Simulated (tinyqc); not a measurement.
Four-point probe, van der Pauw, Hall and spreading-resistance readings of a semiconductor layer: one step, computed by the program tinyqc.

The layer is uniform and ohmic; contacts are points unless a radius is given.

Problem. Four-point voltage. Collinear probes with equal spacing on a layer with insulating backing: images at depth 2 m t give V = (rho I/(2 pi s)) G, G = 1 + 4 sum_(m>=1) [1/sqrt(1 + (2 m u)^2) - 1/sqrt(4 + (2 m u)^2)], u = t/s; the sum runs to m = 20000, with the tail 3/(32 u^3 M^2) added to the sum for M = 20000. Limits: thick, rho = 2 pi s V/I; thin on an insulator, rho = (pi/ln 2) t V/I.

Inputs (values chosen for the exercise, modelled on n-type silicon): layer thickness t = 48 micrometre; probe spacing s = 0.5 mm; current I = 0.07 mA.

Backing of the layer: insulating.

resistivity rho = 0.1889077 ohm cm

Give: t/s; G; voltage V; rho by the thick formula; rho by the thin formula.

Solution.

t/s = 0.096

G = 14.441

voltage V = 0.60783 mV

rho by the thick formula = 2.7279 ohm cm

rho by the thin formula = 0.18891 ohm cm

The thick formula is off by +1344.1 % and the thin one by 0.0 %.
